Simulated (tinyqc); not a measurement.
# MOS inversion layer, Poisson-Schroedinger loop: effect of the sheet density of electrons

Electrons confined at an insulator interface at z = 0, treated as a hard wall; parabolic valleys, Hartree approximation, no image or exchange terms. The depletion charge lies far deeper than the electrons and gives a uniform field q Nd/(eps0 eps_r); the gate balances all charge. Energies are counted from the band edge at the interface.

Schroedinger equation -(C/mz) psi'' + (V0 + U) psi = E psi, C = hbar^2/(2 m0), psi(0) = 0, on a uniform mesh of 800 nodes with a far wall at 25 nm, 8 levels a set; V0 = q Nd z/(eps0 eps_r); dU/dz = q (Ns - integral of n from 0 to z)/(eps0 eps_r), U(0) = 0; N_k = g md m0 q Vt/(pi hbar^2) ln(1 + exp((EF - E_k)/Vt)), g the number of valleys of the set, sum N_k = Ns. Triangular well: E_k = a_k (C F^2/mz)^(1/3), a_1 = 2.338107, a_2 = 4.087949, C = hbar^2/(2 m0), F in eV/nm. Fang-Howard (all electrons in the lowest level of set A): b^3 = 6 (mz1/C) q (Nd + 11 Ns/32)/(eps0 eps_r), centroid 3/b, level C b^2/(4 mz1) + (3/b) q (Nd + 11 Ns/16)/(eps0 eps_r). The centroid adds 3.9 z_av/eps_r to an oxide-equivalent thickness. Shares under 0.0001 % are printed as 0.

Inputs (values chosen for the exercise); masses and permittivity close to those of 4H silicon carbide (0001):
- T = 200 K (temperature)
- eps_r = 9.76 (relative permittivity)
- mz1 = 0.325 m0 (mass along z of valley set A (3 valley(s)))
- md1 = 0.422 m0 (in-plane density-of-states mass of set A)
- Nd = 6.8e11 cm^-2 (sheet density of depletion charge)

Constants: q = 1.602176634e-19 C, kB = 1.380649e-23 J/K, hbar = 1.054571817e-34 J s, m0 = 9.1093837015e-31 kg, Vt = kB T/q, eps0 = 8.8541878128e-14 F/cm where lengths are in cm, hbar^2/(2 m0) = 0.0380998212 eV nm^2. Results are converted to the units shown.

Effect of the sheet density of electrons:

| Ns (cm^-2) | A1 (meV) | A2 (meV) | EF (meV) | share of A1 (%) | share of A2 (%) | centroid z_av (nm) | added oxide equivalent (nm) | Fang-Howard centroid (nm) |
|---|---|---|---|---|---|---|---|---|
| 1e11 | 66.5 | 114 | -12.4 | 93.2 | 6.03 | 3.40 | 1.36 | 3.42 |
| 2.1e11 | 71.4 | 120 | 5.42 | 93.5 | 5.76 | 3.33 | 1.33 | 3.36 |
| 4.5e11 | 81.5 | 132 | 29.0 | 94.1 | 5.25 | 3.20 | 1.28 | 3.24 |
| 9.7e11 | 102 | 155 | 63.0 | 95.1 | 4.38 | 2.98 | 1.19 | 3.04 |
| 2.1e12 | 140 | 201 | 116 | 96.5 | 3.19 | 2.64 | 1.06 | 2.73 |
| 4.4e12 | 206 | 277 | 197 | 97.8 | 1.97 | 2.26 | 0.904 | 2.35 |
| 9.4e12 | 322 | 411 | 332 | 98.9 | 0.971 | 1.86 | 0.742 | 1.94 |
| 2e13 | 517 | 634 | 553 | 99.6 | 0.402 | 1.49 | 0.594 | 1.56 |

As Ns goes from 1e11 to 2e13, A1 rises from 66.5 to 517 meV, the share of A1 rises from 93.2 to 99.6 % and the centroid falls from 3.40 to 1.49 nm. A1 goes as Ns^(0.63) between the last two rows (a triangular well in the field of that charge alone gives 2/3). EF lies more than 2 meV above A1 for Ns = 9.4e12, 2e13. The Fang-Howard centroid is 0.36 % above the full one in the first row, where A1 holds 93.2 %, and 4.6 % above it in the last, where A1 holds 99.6 %.

Numbers from tinyqc (`OMP_NUM_THREADS=1 python tinyqc.py 2160090 2160091 out.jsonl`; about 0.3 s on one thread of a shared Intel Xeon 2.30GHz).
